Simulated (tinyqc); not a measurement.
Inside a calculation. Model: reverse leakage of an n+-p junction: diffusion, generation, trap-assisted and band-to-band tunnelling.

Program tinyqc, `OMP_NUM_THREADS=1 python tinyqc.py 2290120 2290121 out.jsonl`; Intel Xeon 2.30GHz, shared host, one thread, about 0.01 s. Printed values are rounded.

One-sided abrupt junction in the depletion approximation, x from the junction (0) to W on the p side, field F = F0 (1 - x/W). Flat quasi-Fermi levels, long p side. Traps generate through SRH with both lifetimes shortened by 1 + Gamma (Hurkx enhancement, form for moderate fields); band-to-band generation is local and needs a total bending above Eg.

Inputs (values chosen for the exercise); band and dielectric values close to those of gallium arsenide: temperature T = 250 K; band gap Eg = 1.42 eV; relative permittivity eps_r = 13; conduction-band density of states at T Nc = 3.32e17 cm^-3; valence-band density of states at T Nv = 6.73e18 cm^-3; acceptor density of the lighter side Na = 1.2e17 cm^-3; donor density of the heavier side Nd = 1e20 cm^-3; SRH lifetime of both carriers at zero field tau = 2e-9 s; trap level above the intrinsic level Et = -0.09 eV; tunnelling mass mt = 0.083 m0; electron diffusion coefficient on the lighter side Dn = 27 cm^2/s; band-to-band prefactor Ab = 3.7e16 cm^-0.5 V^-2.5 s^-1; band-to-band field constant Bb = 1.61e7 V/cm; reverse bias VR = 0.9 V.

Constants: q = 1.602176634e-19 C, kB = 1.380649e-23 J/K, hbar = 1.054571817e-34 J s, m0 = 9.1093837015e-31 kg, Vt = kB T/q, eps0 = 8.8541878128e-14 F/cm where lengths are in cm. Results are converted to the units shown.

Range of the model: The n+ side is degenerate, so Vbi from Boltzmann statistics is only a guide.

## Field, scales and diffusion current

ni = sqrt(Nc Nv) exp(-Eg/(2 Vt)), Eg in volts; Vbi = Vt ln(Na Nd/ni^2); W = sqrt(2 eps0 eps_r (Vbi + VR)/(q Na)); F0 = 2 (Vbi + VR)/W; FG = sqrt(24 mt m0 (kB T)^3)/(q hbar); J_diff = q ni^2 sqrt(Dn/tau)(1 - exp(-VR/Vt))/Na.

ni = 7271.21 cm^-3
Vbi = 1.45621 V
W = 167.966 nm
F0 = 280.558 kV/cm
FG = 161.673 kV/cm
J_diff = 8.20180e-24 A/cm^2

## Generation rates across the layer

u = (Vbi + VR)(1 - x/W)^2, p = Na exp(-u/Vt), n = Nd exp((u - Vbi - VR)/Vt); G0 = ni^2 (1 - exp(-VR/Vt))/(tau (n + p + 2 ni cosh(Et/Vt))); Gamma = 2 sqrt(3 pi)(F/FG) exp((F/FG)^2); trap-assisted part G0 Gamma; G_bb = Ab F^2.5 exp(-Bb/F) with F in V/cm, zero unless Vbi + VR > Eg, and counted as zero under 1 cm^-3 s^-1. 12 equal steps.

```
point   x (nm)  F (kV/cm)     Gamma  G0 (cm^-3 s^-1)  G0 Gamma (cm^-3 s^-1)  G_bb (cm^-3 s^-1)
0        0.000    280.558   216.464       2.64352e-4              0.0572228          1.84484e5
1       13.997    257.178   122.661          10206.0              1.25188e6            805.049
2       27.994    233.798   71.8768       3.38598e10             2.43373e12            1.21212
3       41.992    210.418   43.4780       5.57384e10             2.42339e12                  0
4       55.989    187.038   27.0844       5.57384e10             1.50964e12                  0
5       69.986    163.659   17.3179       5.57374e10             9.65253e11                  0
6       83.983    140.279   11.3104       4.16715e10             4.71322e11                  0
7       97.980    116.899   7.48848        3.88224e7              2.90721e8                  0
8      111.978     93.519   4.96300          41752.9              2.07220e5                  0
9      125.975     70.139   3.21536          204.975                659.067                  0
10     139.972     46.760   1.93076          4.59646                8.87464                  0
11     153.969     23.380  0.906674         0.470822               0.426882                  0
12     167.966      0.000         0         0.220294                      0                  0
```

## Current components

Each current is q times the trapezoid sum of its rate; J adds J_diff; J_bb under 1e-8 of the sum is given as 0.

J_SRH = 5.44468e-14 A/cm^2
J_TAT = 1.75004e-12 A/cm^2
J_bb = 2.08669e-20 A/cm^2
J = 1.80449e-12 A/cm^2

A fine grid gives J = 1.681e-12 A/cm^2; the coarse sum is 7.3 % above it. On the fine grid the largest part is trap-assisted tunnelling (96.9 %). The simple estimate q ni W/(2 tau cosh(Et/Vt)) is 2.89 times the fine-grid J_SRH of 5.190e-14 A/cm^2, since near both edges n or p is large enough to quench generation.
